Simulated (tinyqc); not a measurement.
One level coupled to a phonon between two leads, self-consistent Born approximation: two steps of the calculation.

Wide-band leads with mu_L = +V/2 and mu_R = -V/2; phonons in equilibrium, Nq = 1/(exp(w0/kB T) - 1). Scattering links only energies that differ by w0, so a ladder E_k = E1 + k w0 closes on itself; terms that reach past its ends are dropped. Gn and Gp are the electron and hole parts of the spectral function A = Gn + Gp.

Values chosen for this exercise:
- T = 300 K (temperature of leads and phonons)
- w0 = 50 meV (phonon energy)
- ed = 34 meV (level)
- GL = 18 meV (coupling to the left lead)
- GR = 35 meV (coupling to the right lead)
- M = 19 meV (electron-phonon matrix element)
- V = 88 mV (bias)

Constants: q = 1.602176634e-19 C, kB = 1.380649e-23 J/K, Vt = kB T/q. Results are converted to the units shown.

Task 1. Scattering functions. Sin(E) = M^2 [(Nq + 1) Gn(E + w0) + Nq Gn(E - w0)], Sout(E) = M^2 [(Nq + 1) Gp(E - w0) + Nq Gp(E + w0)]. Nq = 1/(exp(w0/kB T) - 1).

```
rung    Gn (1/meV)    Gp (1/meV)
0     0.0027718100  2.3916875e-4
1     0.0050180351  0.0024443888
2      0.012213658   0.020864826
3     0.0073063881   0.040777078
4     3.0758607e-4  0.0091528986
5     1.7772693e-5  0.0034916382
6     1.3256490e-6  0.0017890788
```

Find: Sin; Sout.

Result 1.

```
rung  Sin (meV)  Sout (meV)
0        2.1176     0.14912
1        5.3233      1.3738
2        3.3894      3.5191
3       0.87487      9.3634
4       0.45321      17.421
5      0.019323      3.9717
6     0.0010842      1.4735
```

Task 2. Green functions. |G|^2 = 1/[(E - ed)^2 + (GL + GR + Sin + Sout)^2/4], Gn = |G|^2 (GL fL + GR fR + Sin), Gp = |G|^2 (GL (1 - fL) + GR (1 - fR) + Sout), f = 1/(1 + exp((E - mu)/kB T)). On a single ladder the real part of the phonon self-energy, which needs all energies, is left out.

```
rung  E (meV)     Sin (meV)  Sout (meV)
0         -96     2.1176269  0.14911558
1         -46     5.3232921   1.3737514
2           4     3.3894356   3.5190728
3          54    0.87487471   9.3633798
4         104    0.45321330   17.421059
5         154   0.019323168   3.9716922
6         204  0.0010841914   1.4734825
```

Give: Gn after iteration 1; Gp after iteration 1.

Result 2.

```
rung  Gn after iteration 1 (1/meV)  Gp after iteration 1 (1/meV)
0                        0.0028821                     2.4678e-4
1                        0.0056183                     0.0025695
2                         0.012774                      0.020559
3                        0.0063784                      0.038799
4                        3.5355e-4                      0.011160
5                        1.8915e-5                     0.0037275
6                        1.3605e-6                     0.0018364
```

Range of the model: The self-consistent Born approximation keeps only non-crossing phonon lines and no Hartree shift; it is rough once the coupling nears the phonon energy.

Computed by the program tinyqc: `OMP_NUM_THREADS=1 python tinyqc.py 2720102 2720103 out.jsonl`, one thread of a shared Intel Xeon 2.30GHz, about 0.1 s for the whole run.
